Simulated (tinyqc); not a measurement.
Pump-down curve: gas flow in a process chamber: flow regimes, conductance, effective pumping speed, pump-down, outgassing and purge. Computed by tinyqc, a small Python program. Command: `OMP_NUM_THREADS=1 python tinyqc.py 3120502 3120503 out.jsonl pump walk`. One thread of a shared host (Intel(R) Xeon(R) Processor @ 2.30GHz), about 0.1 s of CPU time with the checks.

Ideal gas, isothermal flow, a pump of constant speed at the end of a round pipe; process gas, volume gas and outgassing are given the same properties. 1 sccm = 101325 Pa x 1e-6 m^3/60 s x T/273.15 K.

Inputs (values chosen for the exercise, modelled on water vapour near room temperature): molar mass M = 18.02 g/mol; molecular diameter = 0.46 nm; viscosity eta = 9.9 micropascal s; temperature T = 293 K; chamber volume V = 20 L; wall area = 1.6 m^2; pipe diameter d = 2.5 cm; pipe length l = 26 cm; pump speed S = 15 L/s; outgassing rate after 1 h = 2.3e-06 Pa m^3/(s m^2); outgassing exponent n = 0.96; starting pressure p0 = 1600 Pa.

Constants: k_B = 1.380649e-23 J/K; u = 1.6605390666e-27 kg.

Method:
- Mean speed c = sqrt(8 k_B T/(pi m)); aperture conductance C_a = c pi d^2/16; molecular pipe C_m = C_a/(1 + 3 l/(4 d)) (Dushman form); viscous pipe C_v = pi d^4 p_mean/(128 eta l); Knudsen interpolation C = C_v + C_m (1 + x)/(1 + 1.24 x), x = d p_mean sqrt(m/(k_B T))/eta.
- Effective speed 1/S_eff = 1/S + 1/C_m; time constant V/S_eff; pressure at which the free path k_B T/(sqrt2 pi d_m^2 p) equals d.
- Pump-down: V dp/dt = -S_eff(p) p + q(t) A, with S_eff = S p_2/p, where p_2 solves C((p + p_2)/2) (p - p_2) = S p_2 at each moment, and q(t) = q_1 (1 h/(t + 10 s))^n; integrated adaptively. At long times p = q(t) A/S_eff.
- S_eff(p) is tabulated at 260 pressures and interpolated in ln p. Comparison columns: p0 exp(-t/time constant) with the molecular S_eff (0 below 1e-26 p0), and the outgassing limit.

time constant = 3.77766 s

S_eff in molecular flow = 5.29428 L/s

Pressure against time:
```
t (s)       p (Pa)  S_eff (L/s)  volume gas only (Pa)  outgassing limit (Pa)
0.3     1.2785e+03       14.953            1.4779e+03             1.9221e-01
1       7.5794e+02       14.921            1.2279e+03             1.8045e-01
3       1.7225e+02       14.657            7.2315e+02             1.5371e-01
10      3.0151e+00        7.529            1.1337e+02             1.0165e-01
30      7.1966e-02        5.175            5.6912e-01             5.2253e-02
100     2.0692e-02        5.245            5.1019e-09             1.9786e-02
300     7.4335e-03        5.275                     0             7.3179e-03
1000    2.3661e-03        5.288                     0             2.3547e-03
3600    6.9419e-04        5.292                     0             6.9324e-04
20000   1.3397e-04        5.294                     0             1.3393e-04
100000  2.8581e-05        5.294                     0             2.8579e-05
```

From t = 100 s on the pressure is within 20 % of the outgassing limit, which falls only as (t + 10 s)^-0.96: walls, not volume, set the time to base pressure. Early on viscous flow raises S_eff to 15.0 L/s, 2.8 times its molecular value.
